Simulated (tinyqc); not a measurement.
# Reverse leakage of an n+-p junction: diffusion, generation, trap-assisted and band-to-band tunnelling: leakage components against the temperature

One-sided abrupt junction in the depletion approximation, x from the junction (0) to W on the p side, field F = F0 (1 - x/W). Flat quasi-Fermi levels, long p side. Traps generate through SRH with both lifetimes shortened by 1 + Gamma (Hurkx enhancement, form for moderate fields); band-to-band generation is local and needs a total bending above Eg.

Nc and Nv are given at 300 K and scale as (T/300 K)^1.5; all else is held fixed. ni = sqrt(Nc Nv) exp(-Eg/(2 Vt)), Eg in volts; Vbi = Vt ln(Na Nd/ni^2); W = sqrt(2 eps0 eps_r (Vbi + VR)/(q Na)); F0 = 2 (Vbi + VR)/W; FG = sqrt(24 mt m0 (kB T)^3)/(q hbar); J_diff = q ni^2 sqrt(Dn/tau)(1 - exp(-VR/Vt))/Na. u = (Vbi + VR)(1 - x/W)^2, p = Na exp(-u/Vt), n = Nd exp((u - Vbi - VR)/Vt); G0 = ni^2 (1 - exp(-VR/Vt))/(tau (n + p + 2 ni cosh(Et/Vt))); Gamma = 2 sqrt(3 pi)(F/FG) exp((F/FG)^2); trap-assisted part G0 Gamma; G_bb = Ab F^2.5 exp(-Bb/F) with F in V/cm, zero unless Vbi + VR > Eg, and counted as zero under 1 cm^-3 s^-1. Currents are q times the integrals over 0 to W; J_bb under 1e-8 of J is printed as 0; rows with F0/FG above 2.2, beyond the range of this Gamma, are left out.

Values chosen for this exercise; band and dielectric values those of a made-up semiconductor: band gap Eg = 1.17 eV; relative permittivity eps_r = 11.9; conduction-band density of states at the reference temperature Nc = 3.09e19 cm^-3; valence-band density of states at the reference temperature Nv = 3.01e19 cm^-3; acceptor density of the lighter side Na = 2.2e17 cm^-3; donor density of the heavier side Nd = 1e20 cm^-3; SRH lifetime of both carriers at zero field tau = 2e-7 s; trap level above the intrinsic level Et = -0.09 eV; tunnelling mass mt = 0.23 m0; electron diffusion coefficient on the lighter side Dn = 18 cm^2/s; band-to-band prefactor Ab = 7.9e14 cm^-0.5 V^-2.5 s^-1; band-to-band field constant Bb = 2.04e7 V/cm; reverse bias VR = 1.7 V.

Constants: q = 1.602176634e-19 C, kB = 1.380649e-23 J/K, hbar = 1.054571817e-34 J s, m0 = 9.1093837015e-31 kg, Vt = kB T/q, eps0 = 8.8541878128e-14 F/cm where lengths are in cm. Results are converted to the units shown.

Results:

| T (K) | F0 (kV/cm) | F0/FG | J_diff (A/cm^2) | J_SRH (A/cm^2) | J_TAT (A/cm^2) | J_bb (A/cm^2) | J (A/cm^2) | largest part |
|---|---|---|---|---|---|---|---|---|
| 220 | 434 | 1.95 | 3.99e-21 | 3.57e-14 | 2.22e-12 | 1.55e-17 | 2.25e-12 | trap-assisted tunnelling |
| 250 | 433 | 1.61 | 9.64e-18 | 3.12e-12 | 7.64e-11 | 1.34e-17 | 7.95e-11 | trap-assisted tunnelling |
| 280 | 432 | 1.35 | 4.56e-15 | 1.07e-10 | 1.43e-9 | 0 | 1.54e-9 | trap-assisted tunnelling |
| 310 | 430 | 1.16 | 6.75e-13 | 1.89e-9 | 1.65e-8 | 0 | 1.83e-8 | trap-assisted tunnelling |
| 340 | 429 | 1.00 | 4.25e-11 | 2.03e-8 | 1.28e-7 | 0 | 1.49e-7 | trap-assisted tunnelling |
| 400 | 426 | 0.782 | 2.76e-8 | 8.38e-7 | 3.31e-6 | 0 | 4.18e-6 | trap-assisted tunnelling |
| 430 | 424 | 0.699 | 3.67e-7 | 3.70e-6 | 1.22e-5 | 0 | 1.63e-5 | trap-assisted tunnelling |

Estimate the missing row, T = 370 K.

Computed row:

| T (K) | F0 (kV/cm) | F0/FG | J_diff (A/cm^2) | J_SRH (A/cm^2) | J_TAT (A/cm^2) | J_bb (A/cm^2) | J (A/cm^2) | largest part |
|---|---|---|---|---|---|---|---|---|
| 370 | 427 | 0.882 | 1.40e-9 | 1.51e-7 | 7.38e-7 | 0 | 8.90e-7 | trap-assisted tunnelling |

With this row back in the table: J rises from 2.25e-12 to 1.63e-5 A/cm^2. Trap-assisted tunnelling leads at T = 220 and in all other rows. Activation energies over the table: 1.25 eV for diffusion (Eg = 1.17 eV, raised by the T^3 of ni^2), 0.716 eV for SRH generation (Eg/2 + |Et| = 0.675 eV), 0.603 eV for the trap-assisted part, lower since Gamma grows on cooling; the total shows 0.563 eV at the cold end and 0.671 eV at the hot end.

Range of the model: The n+ side is degenerate, so Vbi from Boltzmann statistics is only a guide.

Numbers from tinyqc (`OMP_NUM_THREADS=1 python tinyqc.py 2290147 2290148 out.jsonl`; about 0.01 s on one thread of a shared Intel Xeon 2.30GHz).
